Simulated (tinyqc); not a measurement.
Inside a calculation. Method: Luttinger-Kohn k.p, four valence bands. One step of it, computed by the program tinyqc.

Task: Levels at k. Diagonalise the Hermitian matrix.

H(k) at k (eV), lower triangle (Hermitian):
```
                      3/2                  1/2                -1/2      -3/2
3/2              0.031460
1/2   -0.010580-0.006282i             0.025832
-1/2  -0.003456-0.013401i             0.000000            0.025832
-3/2             0.000000  -0.003456-0.013401i  0.010580+0.006282i  0.031460
```

Give: eigenvalues.

Result:

eigenvalues (eV): 0.0099  0.0099  0.0474  0.0474
